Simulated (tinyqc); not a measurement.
# Growth of the error with array size

Square N x N arrays wired as follows: each row is driven at its left end through one segment rw, neighbouring nodes are joined by rw, each column ends in one more rw and a virtual ground. All cells have G = 16.0 uS and all rows V = 0.1 V, so the ideal current is N V G. The nodal equations are solved exactly.

Parameters, values chosen for the exercise: wire resistance between neighbouring cells rw = 200 ohm.

Result of one run:
```
ideal (uA),first column (uA),last column (uA),error of the last column (%),100 N^2 rw G
6.400,6.174,6.060,-5.312,5.120
```

Which array size N gave this result: 4, 12, 16 or 20?

N = 4.

The whole series:
```
N,ideal (uA),first column (uA),last column (uA),error of the last column (%),100 N^2 rw G
2,3.200,3.155,3.145,-1.730,1.280
4,6.400,6.174,6.060,-5.312,5.120
6,9.600,8.998,8.601,-10.41,11.52
8,12.80,11.58,10.68,-16.53,20.48
12,19.20,15.95,13.44,-29.99,46.08
16,25.60,19.26,14.63,-42.86,81.92
20,32.00,21.64,14.76,-53.87,128.0
```

The error of the last column goes from -1.73 % at N = 2 to -53.9 % at N = 20, as N^(1.64) between N = 4 and 8 and N^(1.02) between the last two rows. The scale N^2 rw G (N segments carrying the current of up to N cells) is 1.24 times the error at N = 8. The last column carries 0.682 of the current of the first at N = 20.

Computed by the program tinyqc: `OMP_NUM_THREADS=1 python tinyqc.py 2880064 2880065 out.jsonl`, one thread of a shared Intel Xeon 2.30GHz, about 0.02 s for the whole run.
